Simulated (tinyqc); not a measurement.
Worked calculation: bound state in one dimension: Numerov shooting, finite differences, DVR. Computed by tinyqc, a small Python program that keeps every step. Settings: points = 96. Command: `OMP_NUM_THREADS=1 python tinyqc.py 29906 29907 out.jsonl` (the two numbers bound the seeds that draw the settings). One thread of a shared host (Intel(R) Xeon(R) Processor @ 2.60GHz), about 0.01 s of CPU time with the checks.

## Numerov steps at E = 0.1

One particle of mass 1 in V = 9.75 (1 - exp(-0.42 x))^2 (atomic units), psi = 0 at both ends:
```
parameter                 value
left end              -1.600000
right end                     7
intervals                    96
h                      0.089583
state sought (nodes)          0
```

k_i = 2 m (E - V_i); (1 + h^2 k_(i+1)/12) y_(i+1) = 2 (1 - 5 h^2 k_i/12) y_i - (1 + h^2 k_(i-1)/12) y_(i-1), from y_0 = 0, y_1 = 0.001.

Points along the way:
```
i           x         V           k         y
0   -1.600000  8.950996  -17.701992  0.000000
1   -1.510417  7.651001  -15.102002  0.001000
2   -1.420833  6.495383  -12.790765  0.002119
3   -1.331250  5.471824  -10.743648  0.003454
4   -1.241667  4.568969   -8.937939  0.005086
5   -1.152083  3.776351   -7.352703  0.007082
32   1.266667  1.659595   -3.119190  0.189883
33   1.356250  1.838693   -3.477386  0.214935
34   1.445833  2.019850   -3.839700  0.246013
35   1.535417  2.202363   -4.204725  0.284709
36   1.625000  2.385597   -4.571194  0.333060
37   1.714583  2.568986   -4.937971  0.393694
```

## Bisection on the node count

With more sign changes than the state has nodes (the last point included) the energy is too high, else too low; the bracket starts as 0.1 to 10.

Trials:
```
trial           E  sign changes  y at the right end   next
1      5.05000000             3           -2.21e+01  lower
2      2.57500000             1           -8.29e+02  lower
3      1.33750000             1           -4.09e+05  lower
4      0.71875000             0            1.33e+06  raise
5      1.02812500             1           -3.19e+05  lower
6      0.87343750             0            1.54e+05  raise
7      0.95078125             1           -1.43e+05  lower
8      0.91210938             1           -1.25e+04  lower
9      0.89277344             0            6.59e+04  raise
10     0.90244141             0            2.55e+04  raise
11     0.90727539             0            6.22e+03  raise
12     0.90969238             1           -3.22e+03  lower
13     0.90848389             0            1.48e+03  raise
14     0.90908813             1           -8.77e+02  lower
...           ...           ...                 ...    ...
28     0.90886298             1           -7.40e-02  lower
29     0.90886296             1           -2.17e-03  lower
30     0.90886295             0            3.38e-02  raise
```

eigenvalue = 0.90886295 hartree

## The same grid by other methods

Three-point finite differences and the sine-DVR kinetic matrix of Colbert and Miller on the same points.

Lowest levels (hartree):
```
state  finite differences       DVR
0                0.908096  0.908865
1                2.596670  2.600020
2                4.117518  4.124915
```
